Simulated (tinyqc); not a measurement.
Three-phonon processes in a diatomic chain: dispersion, energy and momentum conservation, and decay channels of optical phonons: one step, computed by the program tinyqc. Command: `OMP_NUM_THREADS=1 python tinyqc.py 3120167 3120168 out.jsonl threeph walk`. One thread of a shared host (Intel(R) Xeon(R) Processor @ 2.30GHz), about 0.05 s of CPU time with the checks.

Cell length a, two atoms, one spring constant. x = q a/pi runs from -1 to 1; A and O are the acoustic and optical branches. Matrix elements are not computed: only conservation laws and occupation factors are followed.

Problem. Band edges. omega^2 = k (1/m + 1/M) -/+ k sqrt((1/m + 1/M)^2 - 4 sin^2(pi x/2)/(m M)); nu = 15.6333042 THz x sqrt(omega^2) for eV/(angstrom^2 u). Acoustic top sqrt(2 k/M), optical bottom sqrt(2 k/m), optical top sqrt(2 k (1/m + 1/M)).

Inputs (values chosen for the exercise, for a model chain): light mass m = 14 u; heavy mass M = 35.8 u; spring constant k = 8.9 eV/angstrom^2.

Constants: nu for 1 eV/(angstrom^2 u) = 15.6333042 THz.

Give: acoustic top; optical bottom; optical top; optical top over twice the acoustic top; optical bottom over twice the acoustic top; optical width over acoustic top.

Solution.

acoustic top = 11.02 THz

optical bottom = 17.63 THz

optical top = 20.79 THz

optical top over twice the acoustic top = 0.9430

optical bottom over twice the acoustic top = 0.7996

optical width over acoustic top = 0.2869

The zone-centre optical phonon can decay into two acoustic ones: this needs M/m <= 3.
